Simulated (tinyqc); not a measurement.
# Current of a Schottky diode by thermionic-emission-diffusion theory, and its read-back from I-V-T and C-V data, step by step

A worked calculation. Computed by tinyqc, a small Python program that keeps every step. Command: `OMP_NUM_THREADS=1 python tinyqc.py 3025415 3025416 out.jsonl schottky walk`. One thread of a shared host (Intel(R) Xeon(R) Processor @ 2.30GHz), about 0.01 s of CPU time with the checks. Intermediate numbers are printed to about 6 digits and carried at full precision; extremes and crossings named in words are read from the listed rows.

Full ionisation, no tunnelling, no recombination current. V is the voltage across the junction itself, forward positive.

Inputs (values chosen for the exercise, modelled on n-type amorphous oxide):

| quantity | value | unit |
|---|---|---|
| Richardson constant A* | 38.8 | A/(cm^2 K^2) |
| effective density of states at 300 K, N_c | 4.9e+18 | 1/cm^3 |
| permittivity eps | 10 | - |
| mobility mu | 12 | cm^2/(V s) |
| barrier without image force phi_0 (mean) | 0.737 | eV |
| doping N | 7.6e+16 | 1/cm^3 |
| series resistance R_s | 0.8 | milliohm cm^2 |
| junction voltage V | 0.34 | V |
| temperature T | 200 | K |
| standard deviation sigma | 51 | meV |
| relative change of sigma^2 with bias, rho | 0.78 | 1/V |

Barrier: Gaussian spread of heights.

Constants: k_B = 8.617333262e-05 eV/K; e = 1.602176634e-19 C; eps_0 = 8.8541878128e-12 F/m.

## Barrier at the given bias

N_c(T) = N_c (T/300 K)^(3/2); V_bi = phi_0 - (k_B T/e) ln(N_c(T)/N); surface field F = sqrt(2 e N (V_bi - V - k_B T/e)/(eps eps_0)); image lowering d_phi = sqrt(e F/(4 pi eps eps_0)); effective barrier phi = phi_0 - d_phi - sigma^2 (1 - rho V)/(2 k_B T).

built-in voltage V_bi = 0.675678 V

surface field F = 93.5877 kV/cm

image lowering = 36.7101 meV

effective barrier phi = 0.644843 eV

## Current

Collection velocity v_R = A* T^2/(e N_c(T)); diffusion velocity v_D = mu F; J = e N_c(T) v_R/(1 + v_R/v_D) exp(-phi/k_B T) [exp(e V/k_B T) - 1]. Terminal voltage V + J R_s.

v_R = 3.63180e+06 cm/s

v_D = 1.12305e+06 cm/s

current density J = 0.00762862 A/cm^2

terminal voltage = 0.340006 V

v_D/v_R = 0.309: both steps matter.

## Read-back from the I-V curve

Ideality n = (e/k_B T)/(d ln J/dV) by a central difference of +/- 1 mV; J_0 = J exp(-e V/(n k_B T)); apparent barrier phi_IV = k_B T ln(A* T^2/J_0); a C-V plot gives phi_CV = phi_0, the mean without lowering.

ideality factor n = 1.12151

extrapolated J_0 = 1.75024e-10 A/cm^2

apparent barrier phi_IV = 0.632877 eV

phi_CV - phi_IV = 104.123 meV

n exceeds 1 because forward bias lowers the field, which weakens the image lowering and v_D, and narrows the spread of barriers.

## Temperature series and Richardson plot

A least-squares line of ln(J_0/T^2) against 1/(k_B T) gives a barrier (minus the slope) and a Richardson constant (exp of the intercept).

At the same junction voltage:

| T (K) | 1/k_B T (1/eV) | n | J_0 (A/cm^2) | phi_IV (eV) | ln(J_0/T^2) |
|---|---|---|---|---|---|
| 200 | 58.0226 | 1.12151 | 1.75024e-10 | 0.632877 | -33.0627 |
| 250 | 46.4181 | 1.11993 | 1.58585e-07 | 0.654019 | -26.6999 |
| 300 | 38.6817 | 1.12659 | 1.92405e-05 | 0.670200 | -22.2661 |
| 350 | 33.1558 | 1.14096 | 6.88528e-04 | 0.683297 | -18.9968 |
| 400 | 29.0113 | 1.16482 | 1.12069e-02 | 0.693957 | -16.4742 |
| 450 | 25.7878 | 1.20305 | 1.07939e-01 | 0.702002 | -14.4447 |

barrier from the Richardson plot = 0.576977 eV

Richardson constant from the plot = 1.25903 A/(cm^2 K^2)

From 200 to 450 K n goes from 1.122 to 1.203 and phi_IV from 0.633 to 0.702 eV. The plot returns 0.577 eV against phi_0 = 0.737 and a constant 0.0324 times the true A*: a spread of barriers lets cold carriers pick the low patches, which bends the plot and lowers both numbers.

## Forward curve with series resistance

Terminal voltage V + J R_s; apparent ideality from neighbouring rows, (e/k_B T) dV_terminal/d ln J.

Forward curve; the last column belongs to the interval up to the next row:

| V (V) | J (A/cm^2) | terminal voltage (V) | apparent n |
|---|---|---|---|
| 0.160 | 6.24430e-07 | 0.16000 | 1.1037 |
| 0.223 | 1.71353e-05 | 0.22300 | 1.1097 |
| 0.285 | 4.38371e-04 | 0.28500 | 1.1179 |
| 0.347 | 1.09557e-02 | 0.34701 | 1.1331 |
| 0.409 | 2.64831e-01 | 0.40921 | 1.2375 |
| 0.472 | 6.39133e+00 | 0.47711 | 3.1260 |
| 0.534 | 1.33621e+02 | 0.64090 | 36.0383 |
| 0.596 | 2.24753e+03 | 2.39402 | - |

The resistance takes over where J R_s exceeds k_B T/e, at J = 21.5 A/cm^2; the apparent ideality climbs from 1.10 to 36.0, so barrier and n must be read below that current. Rows where the resistance drops more than 1 V are formal, since self-heating is left out.

Checks made by the program: v_D = mu F against the drift-diffusion integral over the parabolic barrier, a ratio 2 y Dawson(y) with y^2 = (V_bi - V)/(k_B T/e) - 1 (relative difference 3e-02).
